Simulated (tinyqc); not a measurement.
Worked calculation: Hubbard ring of 4 sites. Computed by tinyqc, a small Python program that keeps every step. Settings: hopping = 0.55, U = 3.7, mixing = 1, iteration cap = 66. Command: `OMP_NUM_THREADS=1 python tinyqc.py 23791 23792 out.jsonl` (the two numbers bound the seeds that draw the settings). One thread of a shared host (Intel(R) Xeon(R) Processor @ 2.60GHz), about 0.2 s of CPU time with the checks. Later iterations appear only in the table of the cycle.

## Mean-field iteration 1

one-body matrix (hopping and site energies) (eV):
```
           1          2          3          4
1   0.000000  -0.550000   0.000000  -0.550000
2  -0.550000   0.000000  -0.550000   0.000000
3   0.000000  -0.550000   0.000000  -0.550000
4  -0.550000   0.000000  -0.550000   0.000000
```

U = 3.700000 eV

electrons, up and down: 2  2

mixing = 1

n(up) at the start (a guess, not normalised): 1 0.950000, 2 0.050000, 3 0.950000, 4 0.050000

n(down) at the start (a guess): 1 0.050000, 2 0.950000, 3 0.050000, 4 0.950000

H(up) = T + U n(down), H(down) = T + U n(up); fill the lowest levels; n(new) = n + mixing (n(out) - n); E = tr T (rho up + rho down) + U sum n_up n_down of the output.

levels, up (eV): -0.145551  0.185000  3.515000  3.845551

levels, down (eV): -0.145551  0.185000  3.515000  3.845551

energy = -0.625194 eV

n(up) after iteration 1: 1 0.958589, 2 0.041411, 3 0.958589, 4 0.041411

n(down) after iteration 1: 1 0.041411, 2 0.958589, 3 0.041411, 4 0.958589

## Mean-field iteration 2

As before.

levels, up (eV): -0.172142  0.153221  3.546779  3.872142

levels, down (eV): -0.172142  0.153221  3.546779  3.872142

energy = -0.625367 eV

n(up) after iteration 2: 1 0.959775, 2 0.040225, 3 0.959775, 4 0.040225

n(down) after iteration 2: 1 0.040225, 2 0.959775, 3 0.040225, 4 0.959775

## Convergence

Each step fills the lowest levels of T + U n(other spin) and sets n(new) = n + mixing (n(out) - n); stop when output and input agree to 1e-8.

Course of the cycle:
```
iteration       E (eV)  largest |n(out) - n(in)|  mean |n_up - n_down|
1          -0.62519441                  8.59e-03              0.917178
2          -0.62536698                  1.19e-03              0.919550
3          -0.62537017                  1.60e-04              0.919870
4          -0.62537023                  2.15e-05              0.919913
5          -0.62537023                  2.90e-06              0.919919
6          -0.62537023                  3.90e-07              0.919920
7          -0.62537023                  5.24e-08              0.919920
8          -0.62537023                  7.05e-09              0.919920
```

local moments n_up - n_down: 1 0.919920, 2 -0.919920, 3 0.919920, 4 -0.919920

Converged in 8 iterations. Before convergence this energy mixes input and output and is not variational, so it may rise towards its limit.

## Exact diagonalisation (36 states)

Lowest levels of the sector, and the double occupancy of the lowest state.

lowest levels (eV): -0.828494  -0.639837  -0.338946  -0.302324  -0.302324  0.000000

double occupancy per site = 0.041060

The mean-field solution above lies 0.2031 eV above the exact energy.

## The lowest level by Lanczos steps

From a random start vector (not printed): a_j = <q_j|H|q_j>, b_j = norm of the remainder after orthogonalising; the Ritz value is the lowest eigenvalue of the tridiagonal matrix of a and b so far.

Lanczos:
```
j   a_j (eV)  b_j (eV)  lowest Ritz value (eV)
1   3.184935  2.756375              3.18493528
2   3.733361  2.924350              0.68916713
3   3.618397  1.487914             -0.45421551
4   3.415697  1.866677             -0.60266887
5   2.159041  2.908744             -0.67083577
6   5.493525  1.888684             -0.77969812
7   4.420020  1.329397             -0.81178796
8   1.947159  2.582680             -0.81748066
9   4.123771  1.569370             -0.82498969
10  5.752053  1.769089             -0.82656087
```
